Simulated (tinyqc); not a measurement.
Free and trapped electrons in a MOS channel with a dense trap tail: one step of the calculation.

p-type body, charge-sheet picture, full ionisation (an idealisation for deep acceptors), Boltzmann statistics for free electrons. e = Ec - EF at the surface. Acceptor-like traps of density D(E) = D0 + De exp(-E/Ew) at depth E below Ec, from 0 to Eu, hold n_t = integral of D(E)/(1 + exp((e - E)/Vt)). psi = Eg - Vt ln(Nv/Na) - e; N_dep = sqrt(2 eps0 eps_r Na (psi - Vt)/q); n_f = sqrt(N_dep^2 + 2 eps0 eps_r Vt Nc exp(-e/Vt)/q) - N_dep; Vg = Vfb + psi + q (N_dep + n_t + n_f)/Cox, Cox = eps0 eox/tox.

Task. Trapped charge. Trapezoid rule on 14 equal steps from 0 to Eu, f = 1/(1 + exp((e - E)/Vt)).

Parameters, values chosen for the exercise; band and dielectric values close to those of 4H silicon carbide: temperature T = 475 K; constant background density of acceptor-like traps D0 = 7.1e10 cm^-2 eV^-1; density of the tail at the conduction edge De = 3e12 cm^-2 eV^-1; decay energy of the tail Ew = 0.06 eV; depth below Ec down to which the traps reach Eu = 0.74 eV; Ec - EF at the surface e = 0.225 eV.

Constants: q = 1.602176634e-19 C, kB = 1.380649e-23 J/K, Vt = kB T/q. Results are converted to the units shown.

Wanted: E; D(E) f; n_t.

Result.

| point | E (eV) | D(E) f (cm^-2 eV^-1) |
|---|---|---|
| 0 | 0 | 1.254e10 |
| 1 | 0.05286 | 1.931e10 |
| 2 | 0.1057 | 3.016e10 |
| 3 | 0.1586 | 4.688e10 |
| 4 | 0.2114 | 6.663e10 |
| 5 | 0.2643 | 7.784e10 |
| 6 | 0.3171 | 7.798e10 |
| 7 | 0.3700 | 7.512e10 |
| 8 | 0.4229 | 7.303e10 |
| 9 | 0.4757 | 7.192e10 |
| 10 | 0.5286 | 7.140e10 |
| 11 | 0.5814 | 7.117e10 |
| 12 | 0.6343 | 7.107e10 |
| 13 | 0.6871 | 7.103e10 |
| 14 | 0.7400 | 7.101e10 |

n_t = 4.574e10 cm^-2

Program tinyqc, `OMP_NUM_THREADS=1 python tinyqc.py 2222042 2222043 out.jsonl`; Intel Xeon 2.30GHz, shared host, one thread, about 0.02 s.
